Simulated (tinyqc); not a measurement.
On-chip power grid, static voltage drop by conjugate gradients: one step of the calculation.

A grid of 4 rows and 3 columns, node k = 3 row + column. Neighbours in a row are joined by Rx, in a column by Ry; pad nodes, which reach the supply through Rp: 0, 9. Each node draws I0, node 10 draws kh I0. The drops u = Vdd - V solve G u = i, with G the conductance matrix (1/Rp added on the diagonal at pad nodes).

Task. Conjugate-gradient step. q = G p; a = (r.r)/(p.q); u(new) = u + a p; r(new) = r - a q; b = (r.r)(new)/(r.r); p(new) = r(new) + b p.

Parameters, values chosen for the exercise: resistance of a horizontal segment Rx = 0.19 ohm; resistance of a vertical segment Ry = 0.55 ohm; resistance from a pad node to the supply Rp = 0.07 ohm.

u after iteration 2 (mV):
```
           col 0      col 1      col 2
row 0  0.3691431  1.0579908  1.0579908
row 1  1.0579908  1.0579908  1.0579908
row 2  1.0579908  1.6716915  1.0579908
row 3  2.1456452  4.2972217  2.8344929
```

r after iteration 2 (mA):
```
            col 0      col 1     col 2
row 0    2.304492  -0.925514  2.700000
row 1    1.447550   3.815819  2.700000
row 2    7.907557  -0.102136  9.160008
row 3  -18.605540  -2.196351  7.168569
```

p after iteration 2 (mA):
```
           col 0      col 1      col 2
row 0   2.737058   5.530814   9.156329
row 1   7.903878  10.272148   9.156329
row 2  14.363886  11.720819  15.616337
row 3  -2.638006  13.017717  29.159867
```

Give: q; a; u after iteration 3; r after iteration 3; b; p after iteration 3.

Result.

q (mA S):
```
         col 0   col 1   col 2
row 0    15.00  -13.00   19.08
row 1   -14.82   24.32  -17.62
row 2    56.57  -34.14    7.62
row 3  -151.00   -0.20  109.58
```

a = 0.13833 ohm

u after iteration 3 (mV):
```
        col 0   col 1   col 2
row 0  0.7478  1.8231  2.3246
row 1  2.1513  2.4789  2.3246
row 2  3.0449  3.2930  3.2182
row 3  1.7807  6.0979  6.8681
```

r after iteration 3 (mA):
```
        col 0    col 1    col 2
row 0  0.2292   0.8725   0.0605
row 1  3.4970   0.4511   5.1371
row 2  0.0825   4.6201   8.1054
row 3  2.2816  -2.1684  -7.9899
```

b = 0.34191

p after iteration 3 (mA):
```
       col 0  col 1   col 2
row 0  1.165  2.764   3.191
row 1  6.199  3.963   8.268
row 2  4.994  8.628  13.445
row 3  1.380  2.282   1.980
```

Numbers from tinyqc (`OMP_NUM_THREADS=1 python tinyqc.py 2770186 2770187 out.jsonl`; about 0.1 s on one thread of a shared Intel Xeon 2.30GHz).
